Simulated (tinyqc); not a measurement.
Chemically amplified photoresist: aerial image, acid generation, bake, development and line width: one step, computed by the program tinyqc. Command: `OMP_NUM_THREADS=1 python tinyqc.py 3014269 3014270 out.jsonl resist walk`. One thread of a shared host (Intel(R) Xeon(R) Processor @ 2.30GHz), about 0.03 s of CPU time with the checks.

Lines and spaces of pitch p with a two-beam-like image; x = 0 is the middle of the bright space. The resist is positive and treated as uniform in depth.

Question. Acid image and its blur. Dose E(x) = E [1 + c cos(2 pi x/p)]; acid h = 1 - exp(-C E(x)). Bake: the acid image is blurred by a Gaussian of variance sigma^2 = 2 D t (each Fourier term k of h, taken on 64 points, is multiplied by exp(-4 pi^2 k^2 D t/p^2)). Cosine coefficients: h(x) = sum_k h_k cos(2 pi k x/p).

Inputs (values chosen for the exercise, for a model resist at 13.5 nm):
```
quantity            value     unit
pitch p                37       nm
image contrast c     0.77        -
mean dose E          3.46  mJ/cm^2
Dill parameter C    0.035  cm^2/mJ
acid diffusivity D  0.056   nm^2/s
bake time t            90        s
```

Give: diffusion length sigma = sqrt(2 D t); h_0 to h_4 before the bake; h_0 to h_4 after the blur; blur factor of the first harmonic.

Answer.

diffusion length sigma = sqrt(2 D t) = 3.1749 nm

h_0 to h_4 before the bake: 0.11213  0.08270  -0.00193  0.00003  0.00000

h_0 to h_4 after the blur: 0.11213  0.07151  -0.00108  0.00001  0.00000

blur factor of the first harmonic = 0.86473

sigma/p = 0.086; the blur keeps 86 % of the modulation.
